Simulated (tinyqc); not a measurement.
Long-channel MOSFET, surface-potential model: one step of the calculation.

n-channel transistor on a uniformly doped p-type body, gradual-channel approximation, constant mobility, Boltzmann statistics, full ionisation. Potentials are counted from the neutral body; V is the electron quasi-Fermi potential, Vsb at the source and Vsb + Vds at the drain. Charges are magnitudes per area.

Task. Surface potential at the source by Newton steps. With V = Vsb: G = psi - Vt + Vt e, e = exp((psi - 2 phiF - Vsb)/Vt); f = Vgs + Vsb - Vfb - psi - gamma sqrt(G); f' = -1 - gamma (1 + e)/(2 sqrt(G)); psi(new) = psi - f/f'.

Values chosen for this exercise; material values close to those of silicon:
```
symbol  value  unit                   meaning
T         325     K               temperature
Vfb     -0.82     V         flat-band voltage
Vsb         0     V  source-body reverse bias
Vgs      1.52     V       gate-source voltage
```

Constants: q = 1.602176634e-19 C, kB = 1.380649e-23 J/K, Vt = kB T/q. Results are converted to the units shown.

psi after iteration 1 = 1.5667592 V
phiF = 0.46337389 V
gamma = 0.56794670 V^0.5

Give: G; f; f'; psi after iteration 2.

Result.

G = 2.355e8 V
f = -8714 V
f' = -1.556e5
psi after iteration 2 = 1.511 V

Numbers from tinyqc (`OMP_NUM_THREADS=1 python tinyqc.py 2360139 2360140 out.jsonl`; about 0.06 s on one thread of a shared Intel Xeon 2.30GHz).
